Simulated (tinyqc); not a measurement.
# Global model of a low-pressure process discharge: electron temperature, density, ion flux and ion energy, step by step

A worked calculation. Computed by tinyqc, a small Python program that keeps every step. Command: `OMP_NUM_THREADS=1 python tinyqc.py 3112002 3112003 out.jsonl plasma walk`. One thread of a shared host (Intel(R) Xeon(R) Processor @ 2.30GHz), about 0.01 s of CPU time with the checks. Intermediate numbers are printed to about 6 digits and carried at full precision; extremes and crossings named in words are read from the listed rows.

Maxwellian electrons with temperature T_e in eV, one positive ion, no negative ions, uniform bulk density n; rate constants have the Arrhenius form.

Inputs (values chosen for the exercise, of the order of those of an inductive discharge in a simple atomic gas):
```
quantity                          value   unit
ion mass M                         35.5      u
ionisation prefactor K0         2.3e-14  m^3/s
ionisation energy E_iz             12.8     eV
excitation prefactor X0         2.9e-14  m^3/s
excitation energy E_ex             10.5     eV
elastic rate constant K_el      6.1e-14  m^3/s
ion-neutral cross section       8.7e-19    m^2
pressure p                         0.24     Pa
gas temperature T_g                 600      K
radius R                             20     cm
height L                             18     cm
absorbed power P                   1400      W
bias power P_b                       29      W
radius of the biased electrode      7.5     cm
bias frequency                       60    MHz
mixing                              0.4      -
```

Constants: k_B = 1.380649e-23 J/K; e = 1.602176634e-19 C; u = 1.6605390666e-27 kg; m_0 = 9.1093837015e-31 kg; eps_0 = 8.8541878128e-12 F/m.

## Geometry factors

n_g = p/(k_B T_g); lambda_i = 1/(n_g sigma); h_L = 0.86/sqrt(3 + L/(2 lambda_i)), h_R = 0.8/sqrt(4 + R/lambda_i); A_eff = 2 pi R^2 h_L + 2 pi R L h_R; d_eff = pi R^2 L/A_eff.

gas density n_g = 2.89719e+19 1/m^3

ion mean free path = 3.96738 cm

h_L = 0.374675

h_R = 0.266060

A_eff = 1543.47 cm^2

d_eff = 14.6549 cm

## A fixed-point cycle for T_e

Particle balance: K0 exp(-E_iz/T_e) n_g d_eff = u_B, u_B = sqrt(e T_e/M). Cycle: T_out = T sqrt(loss/creation) with loss/creation = u_B/(K0 exp(-E_iz/T) n_g d_eff); T -> T + mixing (T_out - T), kept between 0.3 and 60 eV, from 3 eV; stop at |T_out - T| < 1e-9 eV or after 60 steps.

Course:
```
step   T (eV)  T_out (eV)  residual (eV)
0     3.00000     4.33123    1.33123e+00
1     3.53249     3.85168    3.19188e-01
2     3.66017     3.77988    1.19715e-01
3     3.70805     3.75602    4.79657e-02
4     3.72724     3.74689    1.96503e-02
5     3.73510     3.74322    8.11939e-03
6     3.73835     3.74171    3.36649e-03
...       ...         ...            ...
18    3.74065     3.74065    8.93051e-08
19    3.74065     3.74065    3.71176e-08
20    3.74065     3.74065    1.54271e-08
21    3.74065     3.74065    6.41190e-09
22    3.74065     3.74065    2.66496e-09
23    3.74065     3.74065    1.10763e-09
24    3.74065     3.74065    4.60361e-10
```

last residual = 4.60361e-10 eV

Converged in 25 steps.

## Electron temperature

Root found by bracketing.

T_e = 3.74065 eV

Bohm velocity u_B = 3188.53 m/s

K_iz = 7.50983e-16 m^3/s

## Energy per pair and density

E_c = E_iz + (X0 exp(-E_ex/T_e) E_ex + K_el (3 m_0/M) T_e)/K_iz; wall potential V_s = (T_e/2) ln(M/(2 pi m_0)); E_T = E_c + 2 T_e + T_e/2 + V_s; n = P/(e u_B A_eff E_T); ion current density J = e h_L n u_B; ionised share n/n_g.

collisional loss per pair E_c = 37.2987 eV

wall potential V_s = 17.2815 V

E_T = 63.9318 eV

plasma density n = 2.77723e+11 1/cm^3

ion current density J = 5.31578 mA/cm^2

ionised share = 0.00958594

Collisions take 58 % of the power and the walls the rest. T_e came from the particle balance alone; the power sets only n.

## Biased electrode

All bias power goes to ions: V_b = P_b/(J pi r^2). Debye length at the sheath edge lambda_D = sqrt(eps_0 T_e/(e h_L n)); Child-law sheath s = (sqrt2/3) lambda_D (2 V/T_e)^(3/4), V = V_b + V_s; ion transit time tau_i = 3 s sqrt(M/(2 e V)); collisions in the sheath s/lambda_i.

bias voltage V_b = 30.8716 V

lambda_D = 44.5717 micrometre

sheath width s = 0.240150 mm

ion transit time = 44.5309 ns

transit time over bias period = 2.67185

s/lambda_i = 0.00605312

The sheath is nearly free of collisions.

## Pressure series at fixed power

n_g = p/(k_B T_g), lambda_i = 1/(n_g sigma), K_iz = K0 exp(-E_iz/T_e), h_L = 0.86/sqrt(3 + L/(2 lambda_i)), h_R = 0.8/sqrt(4 + R/lambda_i), A_eff = 2 pi R^2 h_L + 2 pi R L h_R and d_eff = pi R^2 L/A_eff follow p. E_c = E_iz + (X0 exp(-E_ex/T_e) E_ex + K_el (3 m_0/M) T_e)/K_iz; E_T = E_c + (5/2) T_e + (T_e/2) ln(M/(2 pi m_0)); n = P/(e u_B A_eff E_T); J = e h_L n u_B. Pressures without a root below 2 E_iz are left out.

Against pressure:
```
p (Pa)  T_e (eV)  E_c (eV)  E_T (eV)   n (1/cm^3)  J (mA/cm^2)
0.1      5.95788    32.283    74.703  1.59643e+11      4.45643
0.2      4.05370    36.161    65.023  2.51582e+11      5.20305
0.5      2.84341    42.559    62.804  3.99504e+11      5.50539
1.0      2.30596    48.768    65.186  5.49523e+11      5.37176
2.0      1.93267    56.500    70.260  7.44774e+11      5.02533
5.0      1.58839    69.745    81.054  1.08506e+12      4.38171
10.0     1.39912    82.934    92.895  1.40815e+12      3.83135
20.0     1.25025   100.426   109.327  1.77815e+12      3.25908
```

T_e falls from 5.96 to 1.25 eV, n changes by a factor 11.1 and J by 0.73; in J = P h_L/(A_eff E_T), E_T changes by a factor 1.46 and is least at 0.5 Pa, between wall losses at high T_e and excitation losses at low T_e.

Checks made by the program: cycle against bracketing (relative difference below 1e-10).
